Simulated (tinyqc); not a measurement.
Tunnelling through a gate dielectric, WKB transmission and Tsu-Esaki current: one step of the calculation.

Electrons leave the emitter at x = 0. Energies E (motion across the layers) are in eV from the emitter Fermi level; the collector Fermi level lies at -V and offers states at every E. No charge in the dielectric and no image force: F1 = V/t1, U = phi1 - F1 x. With C = hbar^2/(2 m0), kappa = sqrt(m (U - E)/C) where U > E and 0 elsewhere; T(E) = exp(-S), S = 2 times the integral of kappa over x.

Problem. WKB exponent by the midpoint rule. Cut each layer into nc equal cells, take U and kappa at the cell centres, and sum S = 2 sum kappa h.

Inputs (values chosen for the exercise); dielectric values close to those of hafnium oxide: barrier of layer 1 above the emitter Fermi level at zero bias phi1 = 1.44 eV; tunnelling mass of layer 1 m1 = 0.21 m0; thickness of layer 1 t1 = 1.6 nm; voltage across the dielectric V = 1.3 V; energy of the electron followed E = 0.11 eV; cells in each layer nc = 7.

Constants: q = 1.602176634e-19 C, hbar = 1.054571817e-34 J s, m0 = 9.1093837015e-31 kg, hbar^2/(2 m0) = 0.0380998212 eV nm^2. Results are converted to the units shown.

Give: x; U; kappa; S; T(E).

Solution.

```
cell  x (nm)  U (eV)  kappa (1/nm)
0      0.114   1.347         2.611
1      0.343   1.161         2.407
2      0.571   0.976         2.184
3      0.800   0.790         1.936
4      1.029   0.604         1.651
5      1.257   0.419         1.304
6      1.486   0.233         0.823
```

S = 5.905
T(E) = 0.002726

tinyqc, about 0.04 s, one thread, Intel Xeon 2.30GHz (shared host): `OMP_NUM_THREADS=1 python tinyqc.py 2540163 2540164 out.jsonl`
